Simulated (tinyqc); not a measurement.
## Transfer length from front and end resistance

Inverse problem. A contact of length d and width W has Rc = (Rsh Lt/W) coth(d/Lt) and Re = (Rsh Lt/W)/sinh(d/Lt), with Rsh the sheet resistance under the metal and Lt = sqrt(rc/Rsh). Find Lt, Rsh and rc.

Inputs (values chosen for the exercise): contact length d = 0.32 um; contact width W = 1.6 um.

Rc = 3.9408773 ohm
Re = 0.87457946 ohm

Answer. Rc/Re = cosh(d/Lt) gives Lt, and Re then gives Rsh.

Lt = 0.1464 um
Rsh = 42.00 ohm/sq
rc = 9.000e-9 ohm cm^2

tinyqc, about 0.01 s, one thread, Intel Xeon 2.30GHz (shared host): `OMP_NUM_THREADS=1 python tinyqc.py 2760157 2760158 out.jsonl`
